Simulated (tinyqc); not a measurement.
Ionisation constants from two fields.

Problem. alpha_n = an exp(-bn/E). Find bn and an.

alpha_n at 260 and 415 kV/cm (1/cm): [5089.2473, 31547.816]

Answer. ln alpha is a straight line in 1/E with slope -bn and intercept ln an.

bn = 1.270e6 V/cm
an = 6.730e5 1/cm

Program tinyqc, `OMP_NUM_THREADS=1 python tinyqc.py 2120016 2120017 out.jsonl`; Intel Xeon 2.30GHz, shared host, one thread, about 0.04 s.
